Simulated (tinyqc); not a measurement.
Changing the stress time t_s: oxide trap near a transistor channel: two-state multiphonon kinetics, telegraph noise and bias instability. Computed by tinyqc, a small Python program. Command: `OMP_NUM_THREADS=1 python tinyqc.py 3000013 3000014 out.jsonl oxidetrap sweep`. One thread of a shared host (Intel(R) Xeon(R) Processor @ 2.30GHz), about 0.01 s of CPU time with the checks.

An n-channel device under positive gate bias. The trap is empty (state 1) or holds an electron (state 2); both states are parabolas of equal curvature, and the electron reservoir is taken at the Fermi level of the channel.

Inputs (values chosen for the exercise, with an insulator like Si3N4 on silicon): trap depth x from the interface = 0.35 nm; tunnel barrier phi_b = 2.03 eV; tunnelling mass m_ox = 0.36 m_0; trap level above E_F at zero field E_t = 0.046 eV; relaxation energy E_R = 2.2 eV; oxide field F = 3.5 MV/cm; attempt rate k_0 at the interface = 1e+11 1/s; temperature T = 350 K; mean capture barrier mu_c = 1.3 eV; spread of the barriers s_c = 0.3 eV; saturation shift dV_max = 190 mV.

Parts treated: one trap and an ensemble.

Constants: hbar^2/(2 m_0) = 3.80998212 eV angstrom^2; k_B = 8.617333262e-05 eV/K.

Method:
- kappa = sqrt(2 m_ox phi_b)/hbar = sqrt(m_ox phi_b/(hbar^2/2m_0)); attenuation length lambda = 1/(2 kappa); factor exp(-x/lambda) for a rectangular barrier.
- E_21 = E_t - e F x is the energy of state 2 over state 1; barriers E_c = (E_R + E_21)^2/(4 E_R), E_e = E_c - E_21; tau_c = exp(E_c/k_B T)/(k_0 P), tau_e = exp(E_e/k_B T)/(k_0 P), P the tunnelling factor; occupation f_2 = tau_e/(tau_c + tau_e); 1/tau_0 = 1/tau_c + 1/tau_e.
- From the zero-field occupation f(0), f(t) = f_2 + (f(0) - f_2) exp(-t/tau_0) under the field; after t_s the field is removed and f relaxes with the zero-field constants.
- For a normal spread of capture barriers (given for the stress field, with depth and field not resolved, k_0 being taken as the effective rate of the ensemble), traps with barrier below k_B T ln(k_0 t) are filled: dV(t) = (dV_max/2) erfc((mu_c - k_B T ln(k_0 t))/(sqrt(2) s_c)); local exponent n = d ln dV/d ln t (central difference, factor 1.01 in t).

One run for each value:
```
stress time t_s (s)  shift after t_s (mV)  local time exponent n  occupation after stress
1.00e-06                       1.4192e-01                0.34655                  0.17886
1.00e-04                       6.3364e-01                0.30338                  0.19428
1.00e-02                       2.3232e+00                0.26102                  0.83550
1.00e+00                       7.0252e+00                0.21976                  0.92666
1.00e+02                       1.7625e+01                0.17999                  0.92666
1.00e+04                       3.6980e+01                0.14225                  0.92666
1.00e+06                       6.5612e+01                0.10730                  0.92666
1.00e+08                       9.9924e+01                0.07610                  0.92666
```

What does the table show?

Over the rows, shift after t_s (mV) rises from 0.142 to 99.9 (exponent d ln y / d ln x 0.32 between the first rows and 0.091 between the last); local time exponent n falls from 0.347 to 0.0761 (exponent d ln y / d ln x -0.029 between the first rows and -0.075 between the last); occupation after stress rises from 0.179 to 0.927, flat over part of the range.
